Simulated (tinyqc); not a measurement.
# Subthreshold parameters from three currents

Inverse problem. Far below threshold and for Vds well above Vt the virtual-source current tends to I = Cinv n Vt vx0 exp((Vgs - VT0 + dl Vds + al Vt)/(n Vt)) per width, with constant n; the three currents follow this limit. Find n, dl and VT0.

Parameters, values chosen for the exercise:

| symbol | value | unit | meaning |
|---|---|---|---|
| T | 300 | K | temperature |
| Cinv | 3.56 | uF/cm^2 | inversion capacitance |
| vx0 | 1.27e7 | cm/s | velocity at the virtual source |
| al | 3.5 |  | threshold shift (in units of Vt) from weak to strong inversion |

Constants: q = 1.602176634e-19 C, kB = 1.380649e-23 J/K, Vt = kB T/q. Results are converted to the units shown.

I at (Vgs, Vds) = (-0.2, 0.3), (-0.09, 0.3) and (-0.2, 1) V (nA/um): 0.22507753  7.8030494  4.4246121

Answer. The first two currents differ in Vgs alone and give n; the first and third differ in Vds alone and give dl; the size of the first then gives VT0.

n = 1.200
dl = 0.1320 V/V
VT0 = 0.3440 V

Program tinyqc, `OMP_NUM_THREADS=1 python tinyqc.py 2380038 2380039 out.jsonl`; Intel Xeon 2.30GHz, shared host, one thread, about 0.01 s.
